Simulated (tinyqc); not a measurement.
# Carrier lifetime from Shockley-Read-Hall, radiative, Auger and surface recombination, step by step

A worked calculation. Computed by tinyqc, a small Python program that keeps every step. Command: `OMP_NUM_THREADS=1 python tinyqc.py 3003237 3003238 out.jsonl lifetime walk`. One thread of a shared host (Intel(R) Xeon(R) Processor @ 2.30GHz), about 0.02 s of CPU time with the checks. Intermediate numbers are printed to about 6 digits and carried at full precision; extremes and crossings named in words are read from the listed rows.

Energies are counted from the top of the valence band. Boltzmann statistics, full ionisation, and equal excess densities of electrons and holes.

Inputs (values chosen for the exercise, for a model semiconductor):

| quantity | value | unit |
|---|---|---|
| gap E_g | 1.33 | eV |
| electron mass m_e | 0.0842 | m_0 |
| valleys M_c | 1 | - |
| hole mass m_h | 0.447 | m_0 |
| temperature T | 300 | K |
| doping N | 3.8e+17 | cm^-3 |
| trap level E_t | 0.532 | eV |
| trap density N_t | 1.4e+13 | cm^-3 |
| electron cross-section sigma_n | 1.4e-17 | cm^2 |
| hole cross-section sigma_p | 5.1e-17 | cm^2 |
| radiative coefficient B | 1.7e-10 | cm^3/s |
| Auger coefficient C_n | 3.1e-30 | cm^6/s |
| Auger coefficient C_p | 1.1e-31 | cm^6/s |
| excess density dn | 2.3e+16 | cm^-3 |
| generation rate G | 6.4e+23 | cm^-3 s^-1 |
| diffusion coefficient D | 5 | cm^2/s |
| surface velocity S | 1800 | cm/s |
| thickness W | 33 | micrometre |

Doping: n-type. Surface term: two equal surfaces.

Constants: m_0 = 9.1093837015e-31 kg; k_B = 1.380649e-23 J/K; h = 6.62607015e-34 J s; k_B = 8.617333262e-05 eV/K.

## Equilibrium densities

N_c = 2 M_c (2 pi m_e k_B T/h^2)^(3/2) and N_v = 2 (2 pi m_h k_B T/h^2)^(3/2), masses in units of m_0. n_i = sqrt(N_c N_v) exp(-E_g/2 k_B T); majority density N/2 + sqrt(N^2/4 + n_i^2), minority density n_i^2 over it.

N_c = 6.13112e+17 cm^-3

N_v = 7.49952e+18 cm^-3

n_i = 1.44470e+07 cm^-3

n_0 = 3.80e+17 cm^-3

p_0 = 5.49254e-04 cm^-3

Caution: the doping is near the effective density of states, where Boltzmann statistics fail and the gap narrows.

## Capture times and SRH densities

v = sqrt(3 k_B T/m) with m_e or m_h; tau_n0 = 1/(sigma_n v_n N_t), tau_p0 = 1/(sigma_p v_p N_t); n1 = N_c exp(-(E_g - E_t)/k_B T), p1 = N_v exp(-E_t/k_B T).

v_n = 4.02497e+07 cm/s

v_p = 1.74689e+07 cm/s

tau_n0 = 1.26760e-04 s

tau_p0 = 8.01747e-05 s

n1 = 24084.1 cm^-3

p1 = 8.66616e+09 cm^-3

n1 and p1 are both far below the doping: the level acts as a deep recombination centre.

## Surface lifetime

The slowest diffusion mode has x tan x = S W/(2 D) with 0 < x < pi/2 (bisection), and tau_s = W^2/(4 x^2 D). The common approximation is W/(2 S) + W^2/(pi^2 D).

x = 0.702151

tau_s = 1.10443e-06 s

approximate tau_s = 1.13734e-06 s

The approximation is off by 3.0 %. Surface and diffusion both limit.

## Lifetimes at the given injection

With n = n_0 + dn, p = p_0 + dn and U/dn = 1/tau: (n p - n_i^2)/dn = n_0 + p_0 + dn = s; 1/tau_SRH = s/[tau_p0 (n + n1) + tau_n0 (p + p1)]; 1/tau_rad = B s; 1/tau_Aug = (C_n n + C_p p) s; the rates add, with 1/tau_s. Radiative efficiency = tau_eff/tau_rad; effective diffusion length = sqrt(D tau_eff).

tau_SRH at dn = 8.74091e-05 s

tau_rad at dn = 1.45964e-08 s

tau_Aug at dn = 1.98221e-06 s

effective lifetime at dn = 1.42997e-08 s

radiative efficiency at dn = 0.979675

effective diffusion length at dn = 2.67392 micrometre

Radiative recombination carries 98 % of the rate; dn/N = 0.061 is low injection.

## Steady state under generation

dn solves dn/tau_eff(dn) = G (60 bisections in ln dn between 1e-2 and 1e22 cm^-3); the splitting of the quasi-Fermi levels is k_B T ln(n p/n_i^2).

steady excess density = 9.46779e+15 cm^-3

lifetime in the steady state = 1.47934e-08 s

quasi-Fermi splitting under G = 1.14571 eV

The splitting, an upper bound for e V_oc, is 86 % of the gap.

## Lifetime against injection

Rows stop below half the smaller effective density of states.

Lifetimes (s):

| dn (cm^-3) | SRH | radiative | Auger | effective | radiative efficiency | fastest channel |
|---|---|---|---|---|---|---|
| 1.00e+10 | 8.01747e-05 | 1.54799e-08 | 2.23394e-06 | 1.51594e-08 | 0.979299 | radiative |
| 1.00e+11 | 8.01747e-05 | 1.54799e-08 | 2.23394e-06 | 1.51594e-08 | 0.979299 | radiative |
| 1.00e+12 | 8.01750e-05 | 1.54798e-08 | 2.23393e-06 | 1.51594e-08 | 0.979299 | radiative |
| 1.00e+13 | 8.01780e-05 | 1.54795e-08 | 2.23382e-06 | 1.51590e-08 | 0.979299 | radiative |
| 1.00e+14 | 8.02080e-05 | 1.54758e-08 | 2.23274e-06 | 1.51555e-08 | 0.979301 | radiative |
| 1.00e+15 | 8.05074e-05 | 1.54392e-08 | 2.22202e-06 | 1.51199e-08 | 0.979317 | radiative |
| 1.00e+16 | 8.34249e-05 | 1.50830e-08 | 2.11892e-06 | 1.47734e-08 | 0.979474 | radiative |
| 1.00e+17 | 1.06583e-04 | 1.22549e-08 | 1.38982e-06 | 1.20143e-08 | 0.980364 | radiative |

tau_SRH goes from 8.02e-5 s at low injection (the minority capture time, 8.02e-5 s) to 1.07e-4 s in the last row; at high injection it tends to tau_n0 + tau_p0 = 2.07e-4 s. Ruling channel by row: radiative from 1e10 cm^-3.

## Where in the gap a trap does harm

Low injection: tau = [tau_p0 (n_0 + n1) + tau_n0 (p_0 + p1)]/(n_0 + p_0). Depleted region (n = p = 0): generation lifetime tau_g = (tau_p0 n1 + tau_n0 p1)/n_i. n1 = N_c exp(-(E_g - E_t)/k_B T), p1 = N_v exp(-E_t/k_B T).

The same trap at other energies:

| E_t (eV) | SRH lifetime (s) | generation lifetime (s) |
|---|---|---|
| 0.080 | 1.93490e-04 | 2.98054e+06 |
| 0.200 | 8.12671e-05 | 2.87332e+04 |
| 0.332 | 8.01813e-05 | 1.74133e+02 |
| 0.465 | 8.01747e-05 | 1.01527e+00 |
| 0.598 | 8.01747e-05 | 5.92113e-03 |
| 0.665 | 8.01747e-05 | 4.66255e-04 |
| 0.732 | 8.01747e-05 | 3.39287e-04 |
| 0.864 | 8.01747e-05 | 5.05063e-02 |
| 0.998 | 8.01750e-05 | 9.00418e+00 |
| 1.130 | 8.02312e-05 | 1.48575e+03 |
| 1.250 | 8.60341e-05 | 1.54120e+05 |

The SRH lifetime (other channels left aside) stays within 10 % of its least value, among these rows, from E_t = 0.2 to 1.25 eV. The generation lifetime has a sharp minimum, among these rows at 0.732 eV and exactly at 0.703 eV, where tau_p0 n1 = tau_n0 p1, since generation needs two thermal jumps and the larger one rules.

Checks made by the program: n1 p1 = n_i^2 (relative difference below 1e-10); x tan x at the root (relative difference below 1e-10).
